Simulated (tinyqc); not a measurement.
Sheet resistance of a shallow doped layer with concentration-dependent mobility and limited activation: one step, computed by the program tinyqc. Command: `OMP_NUM_THREADS=1 python tinyqc.py 3000033 3000034 out.jsonl irvin walk`. One thread of a shared host (Intel(R) Xeon(R) Processor @ 2.30GHz), about 0.02 s of CPU time with the checks.

A layer of one dopant lies in a background of the opposite type. Current flows parallel to the surface down to the junction; depletion is ignored.

Problem. Active limit and depths. C(x) = C_s exp(-x^2/(2 l^2)). Temperatures in kelvin are T(C) + 273.15. Active limit C_a = prefactor x exp(-energy/(k_B T)); the junction lies where C = C_B, and the profile exceeds C_a down to x_a (zero if C_s is below C_a). Slope at the junction in nm per decade = ln(10) C/|dC/dx|.

Inputs (values chosen for the exercise, modelled on antimony in silicon):

| quantity | value | unit |
|---|---|---|
| surface concentration C_s | 1.9e+21 | 1/cm^3 |
| length l | 3 | nm |
| background C_B | 1e+16 | 1/cm^3 |
| prefactor of the active limit | 3.7e+21 | 1/cm^3 |
| energy of the active limit | 0.566 | eV |
| anneal temperature T | 1150 | C |

Profile: Gaussian.

Constants: k_B = 8.617333262e-05 eV/K.

Give: active limit C_a; junction depth x_j; depth x_a; abruptness at the junction.

Solution.

active limit C_a = 3.663e+19 1/cm^3

junction depth x_j = 14.79 nm

depth x_a = 8.431 nm

abruptness at the junction = 1.401 nm/decade
